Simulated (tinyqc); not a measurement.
Stacked nanosheet transistor, parasitic resistance, capacitance and delay: two steps of the calculation.

Ns sheets share one contact on top; each has perimeter p = 2 (Ws + ts) and cross-section A = Ws ts; contact width Wc = Ws + 10 nm, stack height Hs = Ns pv. Sheet 1 is the top one. Contact length Lc = CPP - Lg - 2 Lsp, shared by two neighbouring gates. Source and drain sides are equal. The formulas are first-order estimates, not field solutions.

Inputs (values chosen for the exercise); values close to those of silicon logic devices: temperature T = 300 K; sheet width Ws = 20 nm; sheet thickness ts = 7 nm; vertical resistance between sheet levels rv = 55 ohm; gate length Lg = 14 nm; inversion capacitance Cinv = 3.4 uF/cm^2; injection velocity vx = 8.4e6 cm/s; apparent mobility mu = 220 cm^2/(V s); threshold at zero drain voltage VT = 0.28 V; barrier lowering dl = 0.02 V/V; subthreshold factor n = 1.09; supply voltage Vdd = 0.7 V.

Constants: q = 1.602176634e-19 C, kB = 1.380649e-23 J/K, Vt = kB T/q. Results are converted to the units shown.

Problem 1. Sheet currents at Vgs = Vdd, Vds = Vdd/2. One sheet: I = p Q vx u/(1 + |u|^1.8)^(1/1.8), Q = Cinv n Vt ln(1 + exp((Vg' - VT + dl Vd')/(n Vt))), u = Vd' mu/(vx Lg), Vg' = Vgs - v, Vd' = Vds - 2 v, with the drop on each side v_j = Rc sum I + rv (sum over levels k = 2..j of the current of sheets k..Ns) + Rx I_j. I(new) = I(out).

I at the start (uA): sheet 1 0, sheet 2 0, sheet 3 0
Rc = 241.84124 ohm
Rx = 274.28571 ohm

Give: drop v; I(out); I after iteration 1.

Solution 1.

drop v (mV): sheet 1 0, sheet 2 0, sheet 3 0
I(out) (uA): sheet 1 64.64, sheet 2 64.64, sheet 3 64.64
I after iteration 1 (uA): sheet 1 64.64, sheet 2 64.64, sheet 3 64.64

Problem 2. Effective current, delay and energy. Ieff = (IH + IL)/2, delay CL Vdd/(2 Ieff), energy CL Vdd^2, with CL the load of an inverter that drives an equal one.

IH = I(Vdd, Vdd/2) = 162.72994 uA
IL = I(Vdd/2, Vdd), solved likewise = 33.764106 uA
CL = 487.23317 aF

Give: Ieff; delay; energy.

Solution 2.

Ieff = 98.247 uA
delay = 1.7357 ps
energy = 238.74 aJ

tinyqc, about 0.1 s, one thread, Intel Xeon 2.30GHz (shared host): `OMP_NUM_THREADS=1 python tinyqc.py 2170116 2170117 out.jsonl`
